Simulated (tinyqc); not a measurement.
Two-dimensional electron gas with Rashba and Dresselhaus coupling: one step. Scales. Three cases, with inputs chosen for the exercise.

Task: b1; mean Fermi wave vector k0 = sqrt(2 pi n) (1e11/cm^2 = 1e-5/angstrom^2); E0 = c k0^2/m; b3 = gam k0^2/4; kR = al m/(2c) and ER = al kR/2, the shift and depth of a pure Rashba band.

H = c k^2/m + al (ky sx - kx sy) + b1 (kx sx - ky sy) + gam kx ky (kx sy - ky sx), s the Pauli matrices, x = [100], c = hbar^2/2m0, b1 = gam (pi/L)^2 (hard walls). H = c k^2/m + B.s, so E = c k^2/m -/+ |B| and the lower state has its spin along -B.

Constants: hbar^2/2m0 = 3.80998211 eV angstrom^2.

Give: b1; k0; E0; b3; kR; ER.

Case 1.

Values chosen (of the size met in GaN; shifted at random, so the results belong to these values and not to a real crystal):
- m = 0.2239 m0 (mass)
- al = 0.0029 eV angstrom (Rashba constant)
- gam = 0 eV angstrom^3 (bulk Dresselhaus constant)
- L = 161 angstrom (width of the (001) well)
- n = 3.9 1e11/cm^2 (sheet density (one subband filled))

Result:

b1 = 0 eV angstrom
k0 = 0.01565 1/angstrom
E0 = 4.170 meV
b3 = 0 eV angstrom
kR = 8.521e-05 1/angstrom
ER = 0.0001236 meV

There is no Dresselhaus term; kR is 0.5 % of k0.

Case 2.

Values chosen (of the size met in GaAs; shifted at random, so the results belong to these values and not to a real crystal):
- m = 0.0632 m0 (mass)
- al = 0.019 eV angstrom (Rashba constant)
- gam = 10.4 eV angstrom^3 (bulk Dresselhaus constant)
- L = 174 angstrom (width of the (001) well)
- n = 12 1e11/cm^2 (sheet density (one subband filled))

Result:

b1 = 0.003390 eV angstrom
k0 = 0.02746 1/angstrom
E0 = 45.453 meV
b3 = 0.001960 eV angstrom
kR = 0.0001576 1/angstrom
ER = 0.001497 meV

The ratio al/(b1 - b3) is 13.29; kR is 0.6 % of k0.

Case 3.

Values chosen (of the size met in InAs; shifted at random, so the results belong to these values and not to a real crystal):
- m = 0.0274 m0 (mass)
- al = 0.26 eV angstrom (Rashba constant)
- gam = 26.2 eV angstrom^3 (bulk Dresselhaus constant)
- L = 194 angstrom (width of the (001) well)
- n = 11 1e11/cm^2 (sheet density (one subband filled))

Result:

b1 = 0.006871 eV angstrom
k0 = 0.02629 1/angstrom
E0 = 96.105 meV
b3 = 0.004527 eV angstrom
kR = 0.0009349 1/angstrom
ER = 0.1215 meV

The ratio al/(b1 - b3) is 110.94; kR is 3.6 % of k0.

Computed by tinyqc, one run a case: `OMP_NUM_THREADS=1 python tinyqc.py N N+1 out.jsonl` with N = 1450162, 1450164, 1450365; one thread of a shared Intel(R) Xeon(R) Processor @ 2.30GHz, about 0.01 s a run at most.
